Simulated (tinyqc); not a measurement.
Inside a calculation. Method: Pariser-Parr-Pople SCF with singles CI, for the molecule c1ccc2ccccc2c1 (SMILES; centres numbered as the heavy atoms are written). Computed by tinyqc, a small Python program that keeps every step. Settings: charge = 0, gamma = MN, start = core, damping = 0.3, iteration cap = 63, excitations kept = 4. Command: `OMP_NUM_THREADS=1 python tinyqc.py 23724 23725 out.jsonl` (the two numbers bound the seeds that draw the settings). One thread of a shared host (Intel(R) Xeon(R) Processor @ 2.60GHz), about 0.01 s of CPU time with the checks. Later iterations appear only in the table of the cycle.

## PPP integrals

Centres (angstrom, eV; a flat drawing with bonds scaled to 1.40 angstrom):
```
centre          x          y  core charge z          W   gamma_rr
1C       2.425000  -0.700000              1  11.160000  11.130000
2C       2.425000   0.700000              1  11.160000  11.130000
3C       1.212000   1.400000              1  11.160000  11.130000
4C       0.000000   0.700000              1  11.160000  11.130000
5C      -1.212000   1.400000              1  11.160000  11.130000
6C      -2.425000   0.700000              1  11.160000  11.130000
7C      -2.425000  -0.700000              1  11.160000  11.130000
8C      -1.212000  -1.400000              1  11.160000  11.130000
9C       0.000000  -0.700000              1  11.160000  11.130000
10C      1.212000  -1.400000              1  11.160000  11.130000
```

Resonance integrals (eV):
```
i    j       beta
1    2  -2.470000
2    3  -2.470000
3    4  -2.470000
4    5  -2.470000
5    6  -2.470000
6    7  -2.470000
7    8  -2.470000
8    9  -2.470000
9   10  -2.470000
10   1  -2.470000
9    4  -2.470000
```

Mataga-Nishimoto: gamma = 14.399645/(R + a), a = 2 x 14.399645/(gamma_rr + gamma_ss); H_rr = -W_r - sum_(s != r) z_s gamma_rs; H_rs = beta for bonds.

repulsion gamma_rs (eV):
```
            1C         2C         3C         4C         5C         6C         7C         8C
1C   11.130000   5.345539   3.871994   3.517359   2.621214   2.270597   2.343780   2.881359
2C    5.345539  11.130000   5.344569   3.872154   2.881359   2.343780   2.270597   2.621214
3C    3.871994   5.344569  11.130000   5.346287   3.873196   2.881359   2.621214   2.881514
4C    3.517359   3.872154   5.346287  11.130000   5.346287   3.872154   3.517359   3.872515
5C    2.621214   2.881359   3.873196   5.346287  11.130000   5.344569   3.871994   3.517455
6C    2.270597   2.343780   2.881359   3.872154   5.344569  11.130000   5.345539   3.871994
7C    2.343780   2.270597   2.621214   3.517359   3.871994   5.345539  11.130000   5.344569
8C    2.881359   2.621214   2.881514   3.872515   3.517455   3.871994   5.344569  11.130000
9C    3.872154   3.517359   3.872515   5.345539   3.872515   3.517359   3.872154   5.346287
10C   5.344569   3.871994   3.517455   3.872515   2.881514   2.621214   2.881359   3.873196

            9C        10C
1C    3.872154   5.344569
2C    3.517359   3.871994
3C    3.872515   3.517455
4C    5.345539   3.872515
5C    3.872515   2.881514
6C    3.517359   2.621214
7C    3.872154   2.881359
8C    5.346287   3.873196
9C   11.130000   5.346287
10C   5.346287  11.130000
```

core matrix H (eV):
```
             1C          2C          3C          4C          5C          6C          7C          8C
1C   -43.228564   -2.470000    0.000000    0.000000    0.000000    0.000000    0.000000    0.000000
2C    -2.470000  -43.228564   -2.470000    0.000000    0.000000    0.000000    0.000000    0.000000
3C     0.000000   -2.470000  -45.370102   -2.470000    0.000000    0.000000    0.000000    0.000000
4C     0.000000    0.000000   -2.470000  -49.722169   -2.470000    0.000000    0.000000    0.000000
5C     0.000000    0.000000    0.000000   -2.470000  -45.370102   -2.470000    0.000000    0.000000
6C     0.000000    0.000000    0.000000    0.000000   -2.470000  -43.228564   -2.470000    0.000000
7C     0.000000    0.000000    0.000000    0.000000    0.000000   -2.470000  -43.228564   -2.470000
8C     0.000000    0.000000    0.000000    0.000000    0.000000    0.000000   -2.470000  -45.370102
9C     0.000000    0.000000    0.000000   -2.470000    0.000000    0.000000    0.000000   -2.470000
10C   -2.470000    0.000000    0.000000    0.000000    0.000000    0.000000    0.000000    0.000000

             9C         10C
1C     0.000000   -2.470000
2C     0.000000    0.000000
3C     0.000000    0.000000
4C    -2.470000    0.000000
5C     0.000000    0.000000
6C     0.000000    0.000000
7C     0.000000    0.000000
8C    -2.470000    0.000000
9C   -49.722169   -2.470000
10C   -2.470000  -45.370102
```

## Starting guess

pi electrons, sum of z_r less the charge = 10

Orbitals of the core matrix H.

P at the start:
```
            1C         2C         3C         4C         5C         6C         7C         8C
1C    0.698452   0.512056   0.234418  -0.199055   0.101015   0.137690   0.006474  -0.159219
2C    0.512056   0.698452   0.705175  -0.021579  -0.159219   0.006474   0.137690   0.101015
3C    0.234418   0.705175   1.053855   0.489224  -0.254167  -0.159219   0.101015   0.185436
4C   -0.199055  -0.021579   0.489224   1.495385   0.489224  -0.021579  -0.199055  -0.187881
5C    0.101015  -0.159219  -0.254167   0.489224   1.053855   0.705175   0.234418  -0.188929
6C    0.137690   0.006474  -0.159219  -0.021579   0.705175   0.698452   0.512056   0.234418
7C    0.006474   0.137690   0.101015  -0.199055   0.234418   0.512056   0.698452   0.705175
8C   -0.159219   0.101015   0.185436  -0.187881  -0.188929   0.234418   0.705175   1.053855
9C   -0.021579  -0.199055  -0.187881   0.353746  -0.187881  -0.199055  -0.021579   0.489224
10C   0.705175   0.234418  -0.188929  -0.187881   0.185436   0.101015  -0.159219  -0.254167

            9C        10C
1C   -0.021579   0.705175
2C   -0.199055   0.234418
3C   -0.187881  -0.188929
4C    0.353746  -0.187881
5C   -0.187881   0.185436
6C   -0.199055   0.101015
7C   -0.021579  -0.159219
8C    0.489224  -0.254167
9C    1.495385   0.489224
10C   0.489224   1.053855
```

## Iteration 1: Fock matrix

F_rr = H_rr + P_rr gamma_rr / 2 + sum_(s != r) P_ss gamma_rs; F_rs = H_rs - P_rs gamma_rs / 2; E = tr P (H + F) / 2 + core repulsion sum_(r<s) z_r z_s gamma_rs.

F (eV):
```
            1C         2C         3C         4C         5C         6C         7C         8C
1C   -5.823147  -3.838608  -0.453833   0.350075  -0.132392  -0.156320  -0.007587   0.229384
2C   -3.838608  -5.823147  -4.354428   0.041779   0.229384  -0.007587  -0.156320  -0.132392
3C   -0.453833  -4.354428  -4.613751  -3.777767   0.492219   0.229384  -0.132392  -0.267169
4C    0.350075   0.041779  -3.777767  -3.653702  -3.777767   0.041779   0.350075   0.363786
5C   -0.132392   0.229384   0.492219  -3.777767  -4.613751  -4.354428  -0.453833   0.332275
6C   -0.156320  -0.007587   0.229384   0.041779  -4.354428  -5.823147  -3.838608  -0.453833
7C   -0.007587  -0.156320  -0.132392   0.350075  -0.453833  -3.838608  -5.823147  -4.354428
8C    0.229384  -0.132392  -0.267169   0.363786   0.332275  -0.453833  -4.354428  -4.613751
9C    0.041779   0.350075   0.363786  -3.415483   0.363786   0.350075   0.041779  -3.777767
10C  -4.354428  -0.453833   0.332275   0.363786  -0.267169  -0.132392   0.229384   0.492219

            9C        10C
1C    0.041779  -4.354428
2C    0.350075  -0.453833
3C    0.363786   0.332275
4C   -3.415483   0.363786
5C    0.363786  -0.267169
6C    0.350075  -0.132392
7C    0.041779   0.229384
8C   -3.777767   0.492219
9C   -3.653702  -3.777767
10C  -3.777767  -4.613751
```

pi energy = -124.287475 eV

## Iteration 1: orbitals and new P

Diagonalise F (the basis is taken as orthonormal) and form P = 2 sum c c over the lowest orbitals; 0.3 of the old P is kept.

orbital energies (eV): [-13.250656, -12.505807, -9.676707, -8.818675, -8.540797, -1.498567, -1.077482, 0.702112, 1.118059, 4.493524]

P after iteration 1:
```
            1C         2C         3C         4C         5C         6C         7C         8C
1C    0.924852   0.553593   0.062736  -0.242431   0.033574   0.147307  -0.006186  -0.160755
2C    0.553593   0.924852   0.733315  -0.001353  -0.160755  -0.006186   0.147307   0.033574
3C    0.062736   0.733315   0.997571   0.531807  -0.071391  -0.160755   0.033574   0.121710
4C   -0.242431  -0.001353   0.531807   1.155153   0.531807  -0.001353  -0.242431  -0.056955
5C    0.033574  -0.160755  -0.071391   0.531807   0.997571   0.733315   0.062736  -0.284576
6C    0.147307  -0.006186  -0.160755  -0.001353   0.733315   0.924852   0.553593   0.062736
7C   -0.006186   0.147307   0.033574  -0.242431   0.062736   0.553593   0.924852   0.733315
8C   -0.160755   0.033574   0.121710  -0.056955  -0.284576   0.062736   0.733315   0.997571
9C   -0.001353  -0.242431  -0.056955   0.461965  -0.056955  -0.242431  -0.001353   0.531807
10C   0.733315   0.062736  -0.284576  -0.056955   0.121710   0.033574  -0.160755  -0.071391

            9C        10C
1C   -0.001353   0.733315
2C   -0.242431   0.062736
3C   -0.056955  -0.284576
4C    0.461965  -0.056955
5C   -0.056955   0.121710
6C   -0.242431   0.033574
7C   -0.001353  -0.160755
8C    0.531807  -0.071391
9C    1.155153   0.531807
10C   0.531807   0.997571
```

## Iteration 2: Fock matrix

As before.

F (eV):
```
            1C         2C         3C         4C         5C         6C         7C         8C
1C   -5.650907  -3.949627  -0.121458   0.426359  -0.044002  -0.167238   0.007249   0.231597
2C   -3.949627  -5.650907  -4.429627   0.002620   0.231597   0.007249  -0.167238  -0.044002
3C   -0.121458  -4.429627  -5.309249  -3.891597   0.138255   0.231597  -0.044002  -0.175354
4C    0.426359   0.002620  -3.891597  -5.057587  -3.891597   0.002620   0.426359   0.110280
5C   -0.044002   0.231597   0.138255  -3.891597  -5.309249  -4.429627  -0.121458   0.500491
6C   -0.167238   0.007249   0.231597   0.002620  -4.429627  -5.650907  -3.949627  -0.121458
7C    0.007249  -0.167238  -0.044002   0.426359  -0.121458  -3.949627  -5.650907  -4.429627
8C    0.231597  -0.044002  -0.175354   0.110280   0.500491  -0.121458  -4.429627  -5.309249
9C    0.002620   0.426359   0.110280  -3.704727   0.110280   0.426359   0.002620  -3.891597
10C  -4.429627  -0.121458   0.500491   0.110280  -0.175354  -0.044002   0.231597   0.138255

            9C        10C
1C    0.002620  -4.429627
2C    0.426359  -0.121458
3C    0.110280   0.500491
4C   -3.704727   0.110280
5C    0.110280  -0.175354
6C    0.426359  -0.044002
7C    0.002620   0.231597
8C   -3.891597   0.138255
9C   -5.057587  -3.891597
10C  -3.891597  -5.309249
```

pi energy = -128.436359 eV

## Iteration 2: orbitals and new P

As before.

orbital energies (eV): [-13.876418, -12.388592, -10.908320, -9.938982, -9.051431, -1.823611, -0.909972, 0.446706, 1.052314, 3.442508]

P after iteration 2:
```
            1C         2C         3C         4C         5C         6C         7C         8C
1C    0.981849   0.571571   0.016934  -0.250974   0.011785   0.147874  -0.004996  -0.159551
2C    0.571571   0.981849   0.740209   0.001185  -0.159551  -0.004996   0.147874   0.011785
3C    0.016934   0.740209   0.992999   0.541472  -0.020156  -0.159551   0.011785   0.099326
4C   -0.250974   0.001185   0.541472   1.050303   0.541472   0.001185  -0.250974  -0.018149
5C    0.011785  -0.159551  -0.020156   0.541472   0.992999   0.740209   0.016934  -0.324371
6C    0.147874  -0.004996  -0.159551   0.001185   0.740209   0.981849   0.571571   0.016934
7C   -0.004996   0.147874   0.011785  -0.250974   0.016934   0.571571   0.981849   0.740209
8C   -0.159551   0.011785   0.099326  -0.018149  -0.324371   0.016934   0.740209   0.992999
9C    0.001185  -0.250974  -0.018149   0.505599  -0.018149  -0.250974   0.001185   0.541472
10C   0.740209   0.016934  -0.324371  -0.018149   0.099326   0.011785  -0.159551  -0.020156

            9C        10C
1C    0.001185   0.740209
2C   -0.250974   0.016934
3C   -0.018149  -0.324371
4C    0.505599  -0.018149
5C   -0.018149   0.099326
6C   -0.250974   0.011785
7C    0.001185  -0.159551
8C    0.541472  -0.020156
9C    1.050303   0.541472
10C   0.541472   0.992999
```

## Convergence

Stop when output and input P, before any damping, agree to 1e-7.

Course of the cycle:
```
iteration         E (eV)  largest |P(out) - P(in)|
1          -124.28747509                  4.86e-01
2          -128.43635949                  1.50e-01
3          -129.70524875                  4.78e-02
4          -130.09320122                  1.58e-02
5          -130.21137130                  6.01e-03
6          -130.24726721                  3.02e-03
7          -130.25815213                  1.56e-03
8          -130.26144911                  8.19e-04
9          -130.26244697                  4.37e-04
10         -130.26274881                  2.35e-04
11         -130.26284007                  1.28e-04
...                  ...                       ...
14         -130.26287851                  2.12e-05
15         -130.26287927                  1.18e-05
16         -130.26287950                  6.65e-06
17         -130.26287957                  3.76e-06
18         -130.26287959                  2.14e-06
19         -130.26287960                  1.23e-06
20         -130.26287960                  7.07e-07
21         -130.26287960                  4.11e-07
22         -130.26287960                  2.41e-07
23         -130.26287960                  1.42e-07
24         -130.26287960                  8.41e-08
```

Converged in 24 iterations.

## Converged orbitals

Charges are z - P_rr.

orbital energies (eV): [-14.290652, -12.371995, -11.370391, -10.288510, -9.249125, -1.940875, -0.901490, 0.180391, 1.181995, 3.100652]

coefficients:
```
          MO1        MO2        MO3        MO4        MO5        MO6        MO7        MO8
1C   0.239936   0.424820  -0.183785  -0.398314  -0.263682  -0.263682   0.398314  -0.183785
2C   0.239936   0.424820   0.183785  -0.398314   0.263682  -0.263682  -0.398314  -0.183785
3C   0.301740   0.263682   0.398683  -0.002194   0.424820   0.424820   0.002194   0.398683
4C   0.450298   0.000000   0.338451   0.427414   0.000000   0.000000   0.427414  -0.338451
5C   0.301740  -0.263682   0.398683  -0.002194  -0.424820  -0.424820   0.002194   0.398683
6C   0.239936  -0.424820   0.183785  -0.398314  -0.263682   0.263682  -0.398314  -0.183785
7C   0.239936  -0.424820  -0.183785  -0.398314   0.263682   0.263682   0.398314  -0.183785
8C   0.301740  -0.263682  -0.398683  -0.002194   0.424820  -0.424820  -0.002194   0.398683
9C   0.450298   0.000000  -0.338451   0.427414   0.000000   0.000000  -0.427414  -0.338451
10C  0.301740   0.263682  -0.398683  -0.002194  -0.424820   0.424820  -0.002194   0.398683

           MO9       MO10
1C    0.424820  -0.239936
2C   -0.424820   0.239936
3C    0.263682  -0.301740
4C    0.000000   0.450298
5C   -0.263682  -0.301740
6C    0.424820   0.239936
7C   -0.424820  -0.239936
8C    0.263682   0.301740
9C    0.000000  -0.450298
10C  -0.263682   0.301740
```

pi charges: 1C 0.000000, 2C 0.000000, 3C 0.000000, 4C 0.000000, 5C 0.000000, 6C 0.000000, 7C 0.000000, 8C 0.000000, 9C 0.000000, 10C 0.000000

## Singles CI, singlets

Over the 4 single excitations with the smallest orbital gaps: A = (e_a - e_i) delta + 2 (ia|jb) - (ij|ab), with (pq|rs) = sum c_mp c_mq gamma_mn c_nr c_ns. f = 2/3 w |mu|^2 in atomic units, mu = sqrt2 sum c_ia sum_m c_mi c_ma R_m.

singlet CI matrix (eV), order 5>6, 5>7, 4>6, 4>7:
$$\begin{pmatrix}
4.755199 & 0.000000 & 0.000000 & 0.485558 \\
0.000000 & 5.180965 & -0.787975 & 0.000000 \\
0.000000 & -0.787975 & 5.180965 & 0.000000 \\
0.485558 & 0.000000 & 0.000000 & 6.566600
\end{pmatrix}$$

singlet excitation energies (eV): [4.392990, 4.633252, 5.968941, 6.688547]

oscillator strengths: [0.000000, 0.312536, 2.148847, 0.901454]

## Singles CI, triplets

Over the 4 single excitations with the smallest orbital gaps: A = (e_a - e_i) delta - (ij|ab), with (pq|rs) = sum c_mp c_mq gamma_mn c_nr c_ns.

triplet CI matrix (eV), order 5>6, 5>7, 4>6, 4>7:
$$\begin{pmatrix}
2.634609 & 0.000000 & 0.000000 & 0.252974 \\
0.000000 & 4.140016 & 0.252974 & 0.000000 \\
0.000000 & 0.252974 & 4.140016 & 0.000000 \\
0.252974 & 0.000000 & 0.000000 & 4.450389
\end{pmatrix}$$

triplet excitation energies (eV): [2.600023, 3.887042, 4.392990, 4.484974]
